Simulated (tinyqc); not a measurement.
# Short-channel transistor, virtual-source model with series resistance: transfer curves at low and high drain voltage

The current per gate width is the charge at the top of the source barrier (the virtual source) times its velocity times a saturation function; al and be are fitting constants of the model. Units: I in uA/um, Rs in ohm um, so I Rs = 1e-6 I Rs in volts; Q in uC/cm^2, so I = 1e-4 Q vx0 Fsat with vx0 in cm/s.

Intrinsic voltages Vg' = Vgs - I Rs, Vd' = Vds - 2 I Rs. n = n0 + nd Vd', VT = VT0 - dl Vd', Ff = 1/(1 + exp((Vg' - VT + al Vt/2)/(al Vt))), Q = Cinv n Vt ln(1 + exp((Vg' - VT + al Vt Ff)/(n Vt))), Vdsat = (vx0 L/mu)(1 - Ff) + Vt Ff, Fsat = u/(1 + u^be)^(1/be) with u = Vd'/Vdsat, and I = Q vx0 Fsat per width. I is solved self-consistently. Columns for Vds = 0.05 V and 1.2 V; gm = dI/dVgs at 1.2 V.

Inputs (values chosen for the exercise): temperature T = 300 K; inversion capacitance Cinv = 1.48 uF/cm^2; velocity at the virtual source vx0 = 1.59e7 cm/s; apparent mobility mu = 190 cm^2/(V s); channel length L = 20 nm; threshold at zero drain voltage VT0 = 0.433 V; drain-induced barrier lowering dl = 0.195 V/V; subthreshold factor n0 = 1.06; growth of n with drain voltage nd = 0.2 1/V; threshold shift (in units of Vt) from weak to strong inversion al = 3.5; sharpness of saturation be = 1.4; series resistance of each contact Rs = 150 ohm um.

Constants: q = 1.602176634e-19 C, kB = 1.380649e-23 J/K, Vt = kB T/q. Results are converted to the units shown.

Results:
```
Vgs (V)	I, low Vds (uA/um)	I, high Vds (uA/um)	gm (uS/um)
0	2.842e-4	2.001	50.49
0.15	0.04832	43.36	638.5
0.3	3.557	192.9	1251
0.45	35.70	396.4	1425
0.6	70.34	614.6	1474
0.75	93.32	836.7	1482
0.9	108.5	1058	1473
1.2	126.1	1494	1428
```

Estimate the missing row, Vgs = 1.05 V.

Computed row:
```
Vgs (V)	I, low Vds (uA/um)	I, high Vds (uA/um)	gm (uS/um)
1.05	118.8	1278	1454
```

With this row back in the table: At Vds = 1.2 V the current spans 2.9 decades, from 2.00 to 1490 uA/um. Between the first two rows the swing is 112 mV a decade, against n Vt ln 10 = 77.4. At Vgs = 0 the higher drain voltage raises the current by a factor of 7040, at Vgs = 1.2 V by 11.8. The transconductance goes from 50.5 through a maximum of 1480 (at Vgs = 0.75 V among the rows listed) to 1430 uS/um; Cinv vx0, its value in strong inversion and saturation without series resistance, is 2350 uS/um.

Program tinyqc, `OMP_NUM_THREADS=1 python tinyqc.py 2380023 2380024 out.jsonl`; Intel Xeon 2.30GHz, shared host, one thread, about 0.01 s.
